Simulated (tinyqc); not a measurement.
# Adsorption as a lattice gas: isotherms with interactions, competition, desorption peaks and saturation dose, step by step

A worked calculation. Computed by tinyqc, a small Python program that keeps every step. Command: `OMP_NUM_THREADS=1 python tinyqc.py 3022390 3022391 out.jsonl adsorb walk`. One thread of a shared host (Intel(R) Xeon(R) Processor @ 2.30GHz), about 0.2 s of CPU time with the checks. Intermediate numbers are printed to about 5 digits and carried at full precision; extremes and crossings named in words are read from the listed rows.

One adsorbate per site; a molecule needs 2 empty sites. Gas and surface have the same temperature.

Inputs (values chosen for the exercise, for a model surface):

| quantity | value | unit |
|---|---|---|
| desorption energy E | 1.9 | eV |
| prefactor nu | 4.3e+12 | 1/s |
| pair energy w (positive repels) | 0.024 | eV |
| neighbours z | 3 | - |
| site density N_s | 3 | 1/nm^2 |
| molecular mass M | 144 | u |
| sticking coefficient s0 | 0.031 | - |
| temperature T | 677 | K |
| pressure p | 0.0058 | Pa |
| blocking by a second gas, K_B p_B | 7.4 | - |
| heating rate beta | 13 | K/s |
| initial coverage theta_0 | 0.64 | - |
| aspect ratio a (depth over diameter) of a hole | 10 | - |

Adsorption: dissociative (second order).

Constants: u = 1.6605390666e-27 kg; k_B = 1.380649e-23 J/K; k_B = 8.617333262e-05 eV/K.

## Flux and the Langmuir coverage

Flux F = p/sqrt(2 pi M k_B T); k_d = nu exp(-E/(k_B T)); 2 s0 F (1 - theta)^2 = N_s k_d theta^2, so y = sqrt(2 s0 F/(N_s k_d)), theta = y/(1 + y). With a second gas on the same sites theta = y/(1 + y + K_B p_B).

flux F = 48.944 1/(nm^2 s)

k_d = 0.030856 1/s

y = 5.7255

Langmuir coverage = 0.85131

coverage with the second gas = 0.40533

## Coverage with interactions

With u = w/(k_B T). Mean field: theta/(1 - theta) = y exp(-z u theta). Quasi-chemical: theta/(1 - theta) = y [(r - 1 + 2 theta)(1 - theta)/((r + 1 - 2 theta) theta)]^(-z/2) exp(-z u/2), r = sqrt(1 - 4 theta (1 - theta)(1 - exp(-u))).

u = 0.41139

coverage, mean field = 0.70560

coverage, quasi-chemical = 0.70193

Repulsion lowers the coverage from 0.8513. Both theories put half coverage at ln y = z u/2 = 0.617; here ln y = 1.745.

## Isotherms

The formulas are those given above.

Coverage; the first column is ln y - z u/2:

| ln y - z u/2 | no interaction | mean field | quasi-chemical |
|---|---|---|---|
| -5.0 | 0.01233 | 0.01215 | 0.01218 |
| -3.0 | 0.08448 | 0.07738 | 0.07833 |
| -2.0 | 0.20054 | 0.16915 | 0.17193 |
| -1.0 | 0.40542 | 0.31588 | 0.31943 |
| -0.5 | 0.52924 | 0.40536 | 0.40760 |
| 0.0 | 0.64955 | 0.50000 | 0.50000 |
| 0.5 | 0.75345 | 0.59464 | 0.59240 |
| 1.0 | 0.83439 | 0.68412 | 0.68057 |
| 2.0 | 0.93195 | 0.83085 | 0.82807 |
| 3.0 | 0.97384 | 0.92262 | 0.92167 |
| 5.0 | 0.99638 | 0.98785 | 0.98782 |

At half coverage the slope d theta/d ln y is 1/4 without interaction, 1/(4 + z u) = 0.191 in mean field and 0.186 in the pair theory, 1/[4 + 2 z (exp(u/2) - 1)]. Repulsion spreads the filling over a wider range of pressure; the two theories differ by at most 0.0035 in these rows.

## Desorption peak without interaction

The peak obeys E/(k_B T_p^2) = (nu theta_0/beta) exp(-E/(k_B T_p)) if theta at the peak is theta_0/2. Redhead's shortcut, with the constant 3.46 (3.64 is also in use), reads E back as k_B T_p [ln(nu' T_p/beta) - 3.46], nu' = nu theta_0.

peak temperature T_p = 751.93 K

E by Redhead's shortcut = 1.8947 eV

The shortcut misses by -0.28 %, since 3.46 stands for ln(E/(k_B T_p)) = 3.38. A prefactor wrong by a factor 100 would shift E by 0.298 eV.

## Peak against initial coverage

Heating at the rate beta: d theta/dT = -(nu/beta) theta^2 exp(-[E - 2 z w theta]/(k_B T)). Integrated numerically (relative tolerance 1e-9); T_p is the maximum of the rate.

Peak temperatures (K):

| theta_0 | w = 0 | with w |
|---|---|---|
| 0.1 | 797.49 | 792.52 |
| 0.3 | 769.01 | 754.56 |
| 0.5 | 756.43 | 732.61 |
| 0.7 | 748.36 | 715.19 |
| 0.9 | 742.43 | 699.90 |

Without interaction the peak moves down by 55.1 K, the mark of second order; with w it moves by -92.6 K.

## Dose to saturate, flat and in a hole

Without desorption or interaction, 99 % coverage needs the time 99 N_s/(2 s0 F). For a round hole of aspect ratio a in molecular flow with unit sticking (Gordon), the time is N_s/(2F) x [1 + (19/4) a + (3/2) a^2]. The larger of the two times is a rough guide.

time on a flat surface = 97.874 s

time for the hole = 6.0835 s

The surface reaction is the slower step. Caution: with k_d = nu exp(-E/(k_B T)) of these inputs desorption is not negligible over the time on a flat surface, so without interaction 99 % coverage is not reached.

Checks made by the program: quasi-chemical form at low coverage and at the symmetry point (relative difference 1e-07); T_p against the integrated rate equation (relative difference 2e-03).
